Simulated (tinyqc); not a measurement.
Inside a calculation. Model: interface traps from C-V curves, high-low and Terman methods.

Program tinyqc, `OMP_NUM_THREADS=1 python tinyqc.py 2030129 2030130 out.jsonl`; Intel Xeon 2.30GHz, shared host, one thread, about 0.01 s. Printed values are rounded.

MOS capacitor on an n-type substrate; psi is the band bending, negative in depletion; only majority carriers are counted. At the bending psi the Fermi level lies y = xi - psi below the conduction edge at the surface, xi = Vt ln(Nc/Nd). Dit(y) = D0 + D1 exp(-y/E1); traps fill up to the Fermi level, follow the bias and a slow signal, and do not follow a fast one. V is the gate voltage from flat band.

Inputs (values chosen for the exercise); band and dielectric values close to those of silicon: temperature T = 300 K; relative permittivity eps_r = 11.7; conduction-band density of states at T Nc = 2.8e19 cm^-3; donor density Nd = 1.4e16 cm^-3; equivalent oxide thickness EOT = 2.2 nm; trap density far from the band edge D0 = 5.3e10 cm^-2 eV^-1; band-tail density at the conduction edge D1 = 2e12 cm^-2 eV^-1; decay energy of the tail E1 = 0.16 eV; points n = 8; deepest band bending pa = -0.56 V; shallowest band bending pb = -0.039 V.

Constants: q = 1.602176634e-19 C, kB = 1.380649e-23 J/K, Vt = kB T/q, eps0 = 8.8541878128e-14 F/cm where lengths are in cm. Results are converted to the units shown.

Range of the model: Traps more than about 25 kB T below the conduction edge emit electrons too slowly to follow an ordinary sweep, so the deepest points are idealised.

## The curves

Cox = 3.9 eps0/EOT, LD = sqrt(eps0 eps_r Vt/(q Nd)), u = psi/Vt, Cd = (eps0 eps_r/(sqrt(2) LD)) |exp(u) - 1|/sqrt(exp(u) - u - 1). Ideal V0 = psi - sqrt(2) (eps0 eps_r Vt/LD) sqrt(exp(u) - u - 1)/Cox for psi < 0; the traps add dV = (q/Cox) times the integral of Dit from 0 to psi = (q/Cox) [D0 psi + D1 E1 exp(-xi/E1) (exp(psi/E1) - 1)]. 1/C_HF = 1/Cox + 1/Cd, 1/C_LF = 1/Cox + 1/(Cd + q Dit). Take n equally spaced psi from pa to pb.

psi, point 0 to 7 (V): [-0.560000, -0.485571, -0.411143, -0.336714, -0.262286, -0.187857, -0.113429, -0.039000]
y, point 0 to 7 (eV): [0.756499, 0.682070, 0.607641, 0.533213, 0.458784, 0.384356, 0.309927, 0.235499]
Dit, point 0 to 7 (cm^-2 eV^-1): [7.06862e10, 8.11618e10, 9.78419e10, 1.24402e11, 1.66693e11, 2.34033e11, 3.41259e11, 5.11994e11]
V0, point 0 to 7 (V): [-0.591743, -0.515020, -0.438102, -0.360930, -0.283404, -0.205339, -0.126305, -0.044966]
V, point 0 to 7 (V): [-0.604049, -0.526752, -0.449159, -0.371151, -0.292532, -0.212965, -0.131776, -0.047246]
C_HF, point 0 to 7 (nF/cm^2): [45.2923, 48.7117, 53.0570, 58.8427, 67.1003, 80.2925, 105.881, 172.070]
C_LF, point 0 to 7 (nF/cm^2): [55.8990, 60.8235, 67.5513, 77.0847, 91.1806, 113.302, 151.933, 234.210]
Cox = 1569.61 nF/cm^2

At the deepest bending the traps stretch the gate voltage from -0.592 to -0.604 V.

## High-low extraction

q Dit = (1/C_LF - 1/Cox)^(-1) - (1/C_HF - 1/Cox)^(-1) at each point.

Dit by high-low, point 0 to 7 (cm^-2 eV^-1): [7.06862e10, 8.11618e10, 9.78419e10, 1.24402e11, 1.66693e11, 2.34033e11, 3.41259e11, 5.11994e11]

With a true high-frequency curve this returns Dit exactly.

## Terman extraction

psi at each point follows from C_HF and the ideal curve. Dit = (Cox/q) d(V - V0)/dpsi by central differences over the two neighbours.

Dit by Terman, point 1 to 6 (cm^-2 eV^-1): [8.21885e10, 9.94768e10, 1.27005e11, 1.70838e11, 2.40633e11, 3.51768e11]

The differences overstate the curved tail; the largest error is 3.1 %, at point 6.
